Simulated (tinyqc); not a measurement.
Wafer bonding and layer transfer: bond energy, gap closing, particles, bonding of dissimilar wafers and hydrogen blisters: one step, computed by the program tinyqc. Command: `OMP_NUM_THREADS=1 python tinyqc.py 3028814 3028815 out.jsonl bond walk`. One thread of a shared host (Intel(R) Xeon(R) Processor @ 2.30GHz), about 0.01 s of CPU time with the checks.

gamma is the energy per area of each of the two surfaces; plates are isotropic.

Task: Heating a pair with different expansion. M = E/(1 - nu), misfit e = (alpha_2 - alpha_1) dT. Curvature k = 6 M1 M2 t1 t2 (t1 + t2) e/[M1^2 t1^4 + M2^2 t2^4 + 2 M1 M2 t1 t2 (2 t1^2 + 3 t1 t2 + 2 t2^2)]; force per width F = k (M1 t1^3 + M2 t2^3)/(6 (t1 + t2)); at the interface s1 = F/t1 + M1 k t1/2, s2 = -F/t2 - M2 k t2/2; stored biaxial energy U = F^2 [1/(M1 t1) + 1/(M2 t2)] + k^2 (M1 t1^3 + M2 t2^3)/12; the pair can part when U > 2 gamma.

Inputs (values chosen for the exercise, for model wafers):
```
quantity                              value        unit
Young's modulus E1                      158         GPa
Young's modulus E2                     83.5         GPa
Poisson ratio nu                       0.23           -
thickness t1                            625  micrometre
thickness t2                           1000  micrometre
expansion mismatch alpha_2 - alpha_1   -2.4      1e-6/K
heating dT                              175           K
```

Pair: two different wafers.

bond energy gamma = 1.481839 J/m^2

Give: curvature; force per width; stress in wafer 1 at the interface; stress in wafer 2 at the interface; stored energy U; largest dT for this gamma.

Result:

curvature = -0.38559 1/m

force per width = -6.2698 kN/m

stress in wafer 1 at the interface = -34.757 MPa

stress in wafer 2 at the interface = 27.177 MPa

stored energy U = 2.6333 J/m^2

largest dT for this gamma = 185.65 K

U stays below 2 gamma; the bond strengthens on heating, so slow ramps or thinning one wafer first help.
